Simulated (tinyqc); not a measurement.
Debye-Callaway model of lattice thermal conductivity: one step, computed by the program tinyqc. Command: `OMP_NUM_THREADS=1 python tinyqc.py 3026602 3026603 out.jsonl callaway walk`. One thread of a shared host (Intel(R) Xeon(R) Processor @ 2.30GHz), about 0.01 s of CPU time with the checks.

Three acoustic branches with one velocity v, cut at omega_D = k_B Theta/hbar; x = hbar omega/(k_B T). v and Theta are separate inputs: Theta cuts off the heat-carrying modes, so C need not reach 3 k_B/V. gamma is an effective value that sets the umklapp rate. Heat flows along the wire.

Task: Scattering rates at one frequency. Rates: point defects A omega^4; umklapp B omega^2 T exp(-Theta/(b T)) with B = hbar gamma^2/(M v^2 Theta); normal processes f_N B omega^2 T (T/Theta)^2. Boundaries: v/Lambda_B with Lambda_B = D (1 + p)/(1 - p). The resistive time is tau_R = 1/(boundary + point-defect + umklapp rates), and the free path is v tau_R.

Inputs (values chosen for the exercise, modelled on magnesium oxide):
```
quantity                              value        unit
sound velocity v                       6840         m/s
Debye temperature Theta                 774           K
mean atomic mass M                    20.15           u
effective Grueneisen parameter gamma   3.64           -
umklapp exponent divisor b                3           -
wire diameter D                        0.16  micrometre
specularity p                             0           -
normal-process factor f_N               1.9           -
temperature T                           400           K
probe frequency omega/omega_D          0.35           -
```

Sample: wire. Point defects: isotopes. Normal processes: included.

Rayleigh coefficient A = 1.230962e-45 s^3

Constants: k_B = 1.380649e-23 J/K; hbar = 1.054571817e-34 J s; u = 1.6605390666e-27 kg.

Give: omega; Rates; tau_R; free path.

Result:

omega = 3.547e+13 rad/s

Rates:
```
process        rate (1/s)  rate x tau_R
boundaries      4.275e+10        0.1225
point defects   1.948e+09      0.005579
umklapp         3.044e+11        0.8720
normal          2.944e+11        0.8434
```

tau_R = 2.864e-12 s

free path = 19.59 nm

The strongest resistive process at this frequency: umklapp, 87 % of the resistive rate.
